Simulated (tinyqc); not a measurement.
Gate-all-around wire, scale length and short-channel effects: course of the iteration: decay constant by Newton steps.

A round wire of diameter ts in an insulator shell of thickness ti under a surrounding gate. Below threshold the potential that source and drain add obeys Laplace's equation and vanishes on the gate. Its lowest mode decays along the channel as exp(-k y); k is the smallest positive root of the matching condition at the interface, and the scale length is Lambda = pi/k.

f(k) = ei J0(u)[J1(u) Y0(v) - Y1(u) J0(v)] - eps_r J1(u)[J0(u) Y0(v) - Y0(u) J0(v)], u = k ts/2, v = u + k ti; f' by a central difference with +/- 1e-5 1/nm; k(new) = k - f/f'.

Stop when k changes by less than 1e-10 1/nm, or after 30 iterations.

Parameters, values chosen for the exercise; permittivities: semiconductor close to that of germanium, insulator close to that of aluminium oxide: relative permittivity of the semiconductor eps_r = 15.8; relative permittivity of the insulator ei = 8.81; insulator thickness ti = 3.5 nm; wire diameter ts = 12 nm.

k at the start = 0.1875 1/nm

Course of the iteration:
```
iteration  k (1/nm)  |change| (1/nm)
1          0.208857           0.0214
2          0.211674          2.82e-3
3          0.211718          4.40e-5
4          0.211718          1.06e-8
5          0.211718          < 1e-14
```

Did this iteration meet its convergence test, and what does its course show?

Yes. Converged in 5 iterations. At the end the number of correct digits about doubles with each step.

tinyqc, about 0.02 s, one thread, Intel Xeon 2.30GHz (shared host): `OMP_NUM_THREADS=1 python tinyqc.py 2420148 2420149 out.jsonl`
